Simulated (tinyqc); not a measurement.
Koster-Slater impurity in an sp3s* host: sweeps and comparisons. A value that a table varies takes the place of the one given here.

sp3s* tight binding, nearest neighbours only: anion (a) at 0, cation (c) at a/4 (1,1,1), orbitals s, px, py, pz, s* on each; k in units of 2 pi/a. With phases e_j = exp(i (pi/2) k.n_j) for n = (1,1,1), (1,-1,-1), (-1,1,-1), (-1,-1,1): g0 = (e1+e2+e3+e4)/4, g1 = (e1+e2-e3-e4)/4, g2 = (e1-e2+e3-e4)/4, g3 = (e1-e2-e3+e4)/4. The diagonal holds the levels Esa, Epa, Exa (s*) and Esc, Epc, Exc. Anion-cation block: <sa|sc> = Vss g0; <sa|xc> = Vsapc g1; <xa|sc> = -Vscpa g1; <xa|xc> = Vxx g0; <xa|yc> = <ya|xc> = Vxy g3, <xa|zc> = <za|xc> = Vxy g2, <ya|zc> = <za|yc> = Vxy g1; <s*a|xc> = Vxapc g1; <xa|s*c> = -Vpaxc g1; y and z take g2 and g3 in place of g1; s-s* and s*-s* vanish.

A defect on an anion site (a) shifts the s level there by Vs or the three p levels by Vp and leaves the rest. A level in the gap solves 1/Vs = G_s(E) (symmetry A1) or 1/Vp = G_p(E) (T2, threefold), with G(E) = (1/N^3) sum over k and bands of w/(E - e), where w is the weight of the state on the s orbital of that site, or the mean weight on its px, py, pz. Mesh: k = f1 (-1,1,1) + f2 (1,-1,1) + f3 (1,1,-1), f = (j + 1/2)/N, j = 0 to N - 1. Energies from the top of the valence band at Gamma; the s* orbital of the site is left as it is. An infinite shift removes the s or p orbitals, the model of the ideal vacancy: G(E) = 0.

Values chosen for the exercise (out of a larger set: near a published set for GaP; not measured data): p = (-8.133, 1.125, -2.189, 4.125, 8.539, 7.176, -7.485, 2.147, 5.125, 4.276, 6.312, 4.65, 5.113) eV (order Esa, Epa, Esc, Epc, Exa, Exc, Vss, Vxx, Vxy, Vsapc, Vscpa, Vxapc, Vpaxc); N = 4 (mesh); V = -5.9 eV (shift of the s level).

## Level against strength of the defect

Eg (smallest gap of the host) = 2.35879 eV

A dash: no level in the gap from 0 to Eg. The last row is the ideal vacancy.

Levels (eV above the valence band):

| shift (eV) | A1 | T2 |
|---|---|---|
| -40 | 1.452 | 2.217 |
| -20 | 1.677 | 2.316 |
| -12 | 1.871 | - |
| -8 | 2.021 | - |
| -5 | 2.168 | - |
| -3 | 2.281 | - |
| +3 | - | - |
| +5 | - | 0.273 |
| +8 | - | 0.795 |
| +12 | - | 1.220 |
| +20 | - | 1.593 |
| +40 | 0.566 | 1.851 |
| vacancy | 1.107 | 2.063 |

A1: a level lies in the gap for the attractive shifts -3, -5, -8, -12, -20 and -40 eV and for the repulsive +40 eV; both branches tend to the vacancy level, 1.107 eV, which pins them. T2: a level lies in the gap for the attractive shifts -20 and -40 eV and for the repulsive +5, +8, +12, +20 and +40 eV; both branches tend to the vacancy level, 2.063 eV, which pins them. A level passes the edges where the shift equals 1/G, a value that is sensitive to the mesh there: on this one 1/G(0) = 22.9 and 1/G(Eg) = -1.6 eV for s, 3.6 and -14.6 eV for p.

## Convergence with the mesh

The same level (G_s = 1/V) on meshes of growing size; a dash: no level from 0 to Eg.

Mesh:

| N | points | G_s(Eg/2) (1/eV) | level (eV) |
|---|---|---|---|
| 2 | 8 | -0.00547 | 2.1560 |
| 3 | 27 | -0.00460 | 2.1206 |
| 4 | 64 | -0.00443 | 2.1205 |
| 6 | 216 | -0.00440 | 2.1192 |
| 8 | 512 | -0.00440 | 2.1192 |

Against N = 8, G at mid-gap is off by -0.00106 at N = 2 and 0.00000 1/eV at N = 6; the level moves by -0.1 meV from N = 6 to 8. Errors in G are magnified in the level by 1/|dG/dE|, and a level near a band edge needs the finest mesh, since the sum there is ruled by few points.

Run: tinyqc, `OMP_NUM_THREADS=1 python tinyqc.py 1452548 1452549 out.jsonl`; Intel(R) Xeon(R) Processor @ 2.30GHz, one thread, shared host; about 0.08 s of CPU time with all checks.
